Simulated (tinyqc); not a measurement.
Changing the reflectivity of the chamber walls r: rapid thermal processing of a wafer: radiative balance, ramp and cooling, pattern effects, pyrometer error and spike budget. Computed by tinyqc, a small Python program. Command: `OMP_NUM_THREADS=1 python tinyqc.py 3114006 3114007 out.jsonl rtp sweep`. One thread of a shared host (Intel(R) Xeon(R) Processor @ 2.30GHz), about 0.08 s of CPU time with the checks.

The wafer is opaque and uniform through its thickness unless said otherwise; temperatures in formulas are in kelvin (C + 273.15). sigma = 5.670374419e-12 W/(cm^2 K^4).

Inputs (values chosen for the exercise, modelled on a hot silicon wafer):
```
quantity,value,unit
wafer thickness d,775,micrometre
heat capacity per volume C,2.14,J/(cm^3 K)
thermal conductivity k,0.24,W/(cm K)
emissivity eps of each face,0.67,-
"gas heat-transfer coefficient h, both faces together",1.6,mW/(cm^2 K)
wall temperature T_w,700,K
process temperature,859,C
starting temperature,450,C
ramp rate,83,K/s
relative change of absorptivity over a pattern,9.2,%
period of the pattern,23,mm
activation energy of the process E_a,1.24,eV
```

Constants: k_B = 8.617333262e-05 eV/K.

Method:
- Effective emissivity between parallel grey plates: eps_eff = 1/(1/eps + 1/(1 - r) - 1). Loss per area q(T) = 2 eps_eff sigma (T^4 - T_w^4) + h (T - T_w).
- Absorbed power during a ramp = q(T) + C d x ramp rate; thermal time constant tau = C d/(dq/dT), dq/dT = 8 eps_eff sigma T^3 + h; natural cooling rate q/(C d); front-to-back difference under one-sided heating at the end of the ramp = (absorbed power) d/(2 k).
- Cooling with the lamps off: C d dT/dt = -q(T), integrated adaptively (relative tolerance 1e-10).
- Spike anneal: linear ramp to the peak, then lamps off. Equivalent time at the peak = int exp(-(E_a/k_B)(1/T - 1/T_peak)) dt; estimate (k_B T^2/E_a)(1/ramp rate + 1/cooling rate). The ramp part uses 4000 trapezoid steps, the cooling part 4000 steps over 4 tau.
- Time within 50 K of the peak from the same curves.
- At steady state a sinusoidal change of absorbed power of relative amplitude a and period p gives the temperature amplitude a q/(dq/dT + k d (2 pi/p)^2); healing length l = sqrt(k d/(dq/dT)); process change = E_a dT/(k_B T^2). Emissivity is taken as unchanged.

One run for each value:
```
reflectivity of the chamber walls r,holding power q (W/cm^2),natural cooling rate (K/s),"equivalent time, total (s)",healing length l (mm)
0.00,11.35,68.44,2.57,6.38
0.27,9.23,55.67,2.94,7.10
0.41,7.96,48.02,3.25,7.66
0.54,6.66,40.14,3.70,8.41
0.68,5.09,30.69,4.53,9.69
0.81,3.46,20.84,6.18,11.94
0.95,1.47,8.85,12.77,19.66
```

Give the missing row, reflectivity of the chamber walls r = 0.14.

Computed row; columns: (1) reflectivity of the chamber walls r; (2) holding power q (W/cm^2); (3) natural cooling rate (K/s); (4) equivalent time, total (s); (5) healing length l (mm):
```
(1)     (2)    (3)   (4)   (5)
0.14  10.30  62.12  2.73  6.71
```

Interpolating between the two neighbouring rows (linearly) misses most in equivalent time, total (s), by 1.0 %. Over the rows, holding power q (W/cm^2) falls from 11.4 to 1.47; natural cooling rate (K/s) falls from 68.4 to 8.85; equivalent time, total (s) rises from 2.57 to 12.8. Reflecting walls save power but slow the cooling, which lengthens the equivalent time of a spike.

Extremes, crossings and ranges named in words are read from the listed rows.
